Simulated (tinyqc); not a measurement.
Bound state in one dimension: Numerov shooting, finite differences, DVR, step by step. Computed by tinyqc, a small Python program that keeps every step. Settings: points = 48. Command: `OMP_NUM_THREADS=1 python tinyqc.py 25072 25073 out.jsonl` (the two numbers bound the seeds that draw the settings). One thread of a shared host (Intel(R) Xeon(R) Processor @ 2.60GHz), about 0.01 s of CPU time with the checks.

## Numerov steps at E = 0.1

One particle of mass 1 in V = 1.5 (x^2 - 1.75^2)^2 / 1.75^4 (atomic units), psi = 0 at both ends:
```
parameter                 value
left end              -3.400000
right end              3.400000
intervals                    48
h                      0.141667
state sought (nodes)          2
```

k_i = 2 m (E - V_i); (1 + h^2 k_(i+1)/12) y_(i+1) = 2 (1 - 5 h^2 k_i/12) y_i - (1 + h^2 k_(i-1)/12) y_(i-1), from y_0 = 0, y_1 = 0.001.

Points along the way:
```
i           x          V           k         y
0   -3.400000  11.548389  -22.896778  0.000000
1   -3.258333   9.126834  -18.053669  0.001000
2   -3.116667   7.075017  -13.950033  0.002357
3   -2.975000   5.358150  -10.516300  0.004371
4   -2.833333   3.942994   -7.685989  0.007302
5   -2.691667   2.797856   -5.395712  0.011352
16  -1.133333   0.505626   -0.811253  0.098175
17  -0.991667   0.691335   -1.182670  0.109011
18  -0.850000   0.875731   -1.551462  0.122453
19  -0.708333   1.048765   -1.897530  0.139732
20  -0.566667   1.201933   -2.203867  0.162362
21  -0.425000   1.328279   -2.456558  0.192209
```

## Bisection on the node count

With more sign changes than the state has nodes (the last point included) the energy is too high, else too low; the bracket starts as 0.1 to 12.

Trials:
```
trial           E  sign changes  y at the right end   next
1      6.05000000             6            1.06e-02  lower
2      3.07500000             4            1.64e-02  lower
3      1.58750000             2            3.39e-01  raise
4      2.33125000             3           -6.72e-02  lower
5      1.95937500             2            6.58e-02  raise
6      2.14531250             3           -2.60e-02  lower
7      2.05234375             2            1.35e-02  raise
8      2.09882812             3           -7.93e-03  lower
9      2.07558594             2            2.36e-03  raise
10     2.08720703             3           -2.89e-03  lower
11     2.08139648             3           -2.93e-04  lower
12     2.07849121             2            1.03e-03  raise
13     2.07994385             2            3.64e-04  raise
14     2.08067017             2            3.53e-05  raise
...           ...           ...                 ...    ...
29     2.08074808             2            4.25e-09  raise
30     2.08074809             3           -7.64e-10  lower
31     2.08074808             2            1.74e-09  raise
```

eigenvalue = 2.08074808 hartree

## The same grid by other methods

Three-point finite differences and the sine-DVR kinetic matrix of Colbert and Miller on the same points.

Lowest levels (hartree):
```
state  finite differences       DVR
0                0.821638  0.823018
1                0.954032  0.956077
2                2.075472  2.080778
3                2.944695  2.960187
4                4.127586  4.160650
```
